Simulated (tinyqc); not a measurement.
Crystal pulling from the melt: segregation, interface stability, heat balance and point-defect regime: one step, computed by the program tinyqc.

A dilute solute; steady pulling with a flat interface unless it is found unstable.

Question. Boundary layer and effective coefficient. delta = 1.61 D^(1/3) nu^(1/6) omega^(-1/2), omega = 2 pi rpm/60; k_eff = k0/[k0 + (1 - k0) exp(-V delta/D)] (Burton, Prim and Slichter); the melt at the interface is enriched by k_eff/k0.

Inputs (values chosen for the exercise, for a model semiconductor):
```
quantity                      value    unit
equilibrium coefficient k0    0.022       -
diffusivity in the melt D   0.00033  cm^2/s
kinematic viscosity nu       0.0035  cm^2/s
crystal rotation                  5     rpm
pull rate V                    0.48  mm/min
```

Give: boundary layer delta; V delta/D; k_eff; enrichment at the interface.

Answer.

boundary layer delta = 599.11 micrometre

V delta/D = 0.14524

k_eff = 0.025352

enrichment at the interface = 1.1524

k_eff has moved 0.3 % of the way from k0 to 1. A 10 % ripple of V gives striations of 1.42 % in C_s, since d ln k_eff/d ln V = (1 - k_eff) V delta/D.
